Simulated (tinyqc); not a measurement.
# Worked calculation: long-channel MOSFET, surface-potential model

Numbers from tinyqc (`OMP_NUM_THREADS=1 python tinyqc.py 2360020 2360021 out.jsonl`; about 0.04 s on one thread of a shared Intel Xeon 2.30GHz). Printed values are rounded.

n-channel transistor on a uniformly doped p-type body, gradual-channel approximation, constant mobility, Boltzmann statistics, full ionisation. Potentials are counted from the neutral body; V is the electron quasi-Fermi potential, Vsb at the source and Vsb + Vds at the drain. Charges are magnitudes per area.

Inputs (values chosen for the exercise); material values close to those of silicon:

| symbol | value | unit | meaning |
|---|---|---|---|
| T | 300 | K | temperature |
| Eg | 1.11 | eV | band gap |
| eps_r | 11.8 |  | relative permittivity of the semiconductor |
| Nc | 2.78e19 | cm^-3 | conduction-band density of states at T |
| Nv | 2.63e19 | cm^-3 | valence-band density of states at T |
| Na | 1e17 | cm^-3 | acceptor density of the body |
| eox | 8.97 |  | relative permittivity of the gate insulator |
| tox | 37 | nm | insulator thickness |
| Vfb | -0.35 | V | flat-band voltage |
| mu | 620 | cm^2/(V s) | channel mobility |
| W | 20 | um | gate width |
| L | 5 | um | gate length |
| Vsb | 0.5 | V | source-body reverse bias |
| Vgs | 1.9 | V | gate-source voltage |
| Vds | 0.5 | V | drain-source voltage |

Constants: q = 1.602176634e-19 C, kB = 1.380649e-23 J/K, Vt = kB T/q, eps0 = 8.8541878128e-14 F/cm where lengths are in cm. Results are converted to the units shown.

## Body potential, insulator capacitance and body factor

ni = sqrt(Nc Nv) exp(-Eg/(2 Vt)), Eg in volts; phiF = Vt ln(Na/ni); Cox = eps0 eox/tox; gamma = sqrt(2 q eps0 eps_r Na)/Cox. VT = Vfb + 2 phiF + gamma sqrt(2 phiF + Vsb), m = 1 + gamma/(2 sqrt(2 phiF + Vsb)).

ni = 1.28354e10 cm^-3
phiF = 0.410232 V
Cox = 0.214654 uF/cm^2
gamma = 0.852405 V^0.5
VT = 1.44997 V
m = 1.37090

## Iteration 1: surface potential at the source by Newton steps

psi at the start (the smaller of 2 phiF + Vsb + 4 Vt and the root without inversion charge) = 1.42387 V

With V = Vsb: G = psi - Vt + Vt e, e = exp((psi - 2 phiF - Vsb)/Vt); f = Vgs + Vsb - Vfb - psi - gamma sqrt(G); f' = -1 - gamma (1 + e)/(2 sqrt(G)); psi(new) = psi - f/f'.

G = 2.80941 V
f = -0.102612 V
f' = -15.1366
psi after iteration 1 = 1.41709 V

## Iteration 2: surface potential at the source by Newton steps

As before.

G = 2.47708 V
f = -0.00866872 V
f' = -12.6449
psi after iteration 2 = 1.41641 V

## Course of the iteration: surface potential at the source by Newton steps

Stop when psi changes by less than 1e-10 V, or after 40 iterations.

Course of the iteration:
```
iteration	psi (V)	|change| (V)
1	1.41709	6.78e-3
2	1.41641	6.86e-4
3	1.41640	6.38e-6
4	1.41640	5.46e-10
5	1.41640	0
```

Converged in 5 iterations. At the end the number of correct digits about doubles with each step.

## Charges and current of the charge-sheet model

psi_0 = 1.41640 V
psi_L = 1.66024 V

psi_0 and psi_L solve Vgs + Vsb - Vfb - psi = gamma sqrt(G) at V = Vsb and Vsb + Vds. Qi = Cox gamma [sqrt(G) - sqrt(psi - Vt)], G = psi - Vt + Vt exp((psi - 2 phiF - V)/Vt), at both ends. With U = Vgs + Vsb - Vfb: drift = mu (W/L) Cox [U (psi_L - psi_0) - (psi_L^2 - psi_0^2)/2 - (2/3) gamma ((psi_L - Vt)^1.5 - (psi_0 - Vt)^1.5)]; diffusion = mu (W/L) Vt (Qi0 - QiL).

Qi0 = 70.4994 nC/cm^2
QiL = 0.00376304 nC/cm^2
drift current = 21.2437 uA
diffusion current = 4.51968 uA
drain current = 25.7634 uA

Drift carries 82.5 % of the current. The drain end is pinched off: its charge is under 1 % of that at the source.

## Inversion charge along the channel

V, point 0 to 10 (V): 0.5  0.55  0.6  0.65  0.7  0.75  0.8  0.85  0.9  0.95  1

The surface potential psi at channel potential V solves Vgs + Vsb - Vfb - psi = gamma sqrt(G), G = psi - Vt + Vt exp((psi - 2 phiF - V)/Vt). Charge sheet: Qi = Cox gamma [sqrt(G) - sqrt(psi - Vt)]. Pao-Sah: Qi = (Cox gamma/2) integral from 3 Vt to psi of exp((u - 2 phiF - V)/Vt)/sqrt(G(u, V)) du.

```
point	psi (V)	Qi, charge sheet (nC/cm^2)	Qi, Pao-Sah (nC/cm^2)
0	1.41640	70.4994	71.1249
1	1.46083	57.5417	58.0429
2	1.50414	44.9626	45.3477
3	1.54577	32.9163	33.1939
4	1.58469	21.6911	21.8715
5	1.61884	11.8709	11.9685
6	1.64417	4.60588	4.64341
7	1.65649	1.07642	1.08515
8	1.65964	0.175907	0.177332
9	1.66016	0.0259531	0.0261635
10	1.66024	0.00376304	0.00379354
```

At the source the charge-sheet charge is 0.88 % below the Pao-Sah one.

## Pao-Sah current by Simpson's rule

I = mu (W/L) integral of Qi dV; Simpson's rule on the 11 points, step Vds/10, weights 1, 4, 2, ..., 4, 1 times step/3.

Pao-Sah current = 26.1423 uA

Gauss-Legendre quadrature on many points gives 26.14 uA, so this value is within 0.01 % of it; the charge-sheet current, 25.76 uA, is 1.4 % below it.
